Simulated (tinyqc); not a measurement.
Worked calculation: Jacobi rotations on a symmetric matrix. Computed by tinyqc, a small Python program that keeps every step. Settings: method = jacobi. Command: `OMP_NUM_THREADS=1 python tinyqc.py 23531 23532 out.jsonl` (the two numbers bound the seeds that draw the settings). One thread of a shared host (Intel(R) Xeon(R) Processor @ 2.60GHz), about 0.01 s of CPU time with the checks.

## Jacobi rotation 1

A, lower triangle:
```
,1,2,3,4,5,6
1,0.465000
2,0.909000,0.703000
3,0.730000,-0.501000,1.193000
4,-2.718000,-0.238000,0.381000,1.943000
5,-0.942000,-0.096000,0.782000,0.232000,2.343000
6,-0.303000,0.742000,0.307000,0.244000,0.352000,3.069000
```

Take the largest off-diagonal element A_pq; tan 2 theta = 2 A_pq / (A_qq - A_pp) with |theta| <= pi/4; A' = J^T A J with J_pp = J_qq = cos, J_pq = sin, J_qp = -sin.

p, q, theta (rad): 1.000000  4.000000  -0.652661

A', lower triangle:
```
,1,2,3,4,5,6
1,-1.612673
2,0.577635,0.703000
3,0.811346,-0.501000,1.193000
4,0.000000,-0.741122,-0.140638,4.020673
5,-0.607497,-0.096000,0.782000,0.756396,2.343000
6,-0.092543,0.742000,0.307000,0.377864,0.352000,3.069000
```

## Jacobi rotation 2

As before.

p, q, theta (rad): 1.000000  3.000000  0.262178

A', lower triangle:
```
,1,2,3,4,5,6
1,-1.830402
2,0.687748,0.703000
3,0.000000,-0.334165,1.410729
4,0.036451,-0.741122,-0.135832,4.020673
5,-0.789420,-0.096000,0.597823,0.756396,2.343000
6,-0.168950,0.742000,0.272523,0.377864,0.352000,3.069000
```

## Jacobi rotation 3

As before.

p, q, theta (rad): 1.000000  5.000000  -0.180835

A', lower triangle:
```
,1,2,3,4,5,6
1,-1.974733
2,0.659268,0.703000
3,0.107519,-0.334165,1.410729
4,0.171895,-0.741122,-0.135832,4.020673
5,0.000000,-0.218127,0.588075,0.737507,2.487331
6,-0.102888,0.742000,0.272523,0.377864,0.376646,3.069000
```

## All rotations

The off-diagonal norm falls at every rotation.

Rotations:
```
step,p,q,theta,off-diagonal norm
1,1,4,-0.652661,2.93e+00
2,1,3,0.262178,2.70e+00
3,1,5,-0.180835,2.45e+00
4,2,6,0.280097,2.22e+00
5,2,4,-0.216630,1.89e+00
6,4,5,-0.371779,1.53e+00
7,1,2,0.269607,1.19e+00
8,3,5,0.486542,8.81e-01
9,2,5,-0.144246,7.77e-01
10,5,6,0.306298,6.78e-01
11,4,6,-0.219218,5.63e-01
...,...,...,...,...
34,1,6,-0.000007,3.02e-05
35,3,5,-0.000017,6.45e-06
36,3,6,1.87e-06,3.24e-06
37,1,4,-3.11e-07,1.30e-06
38,1,3,-2.59e-07,3.77e-07
39,4,5,1.18e-07,1.26e-07
40,2,5,-4.06e-08,3.92e-08
41,4,6,-2.06e-08,1.35e-08
42,1,5,-1.72e-09,7.55e-09
43,2,6,1.68e-09,2.83e-09
44,2,3,2.37e-09,1.04e-10
```

eigenvalues: -2.177400  0.361633  1.203900  2.440369  3.312317  4.575180
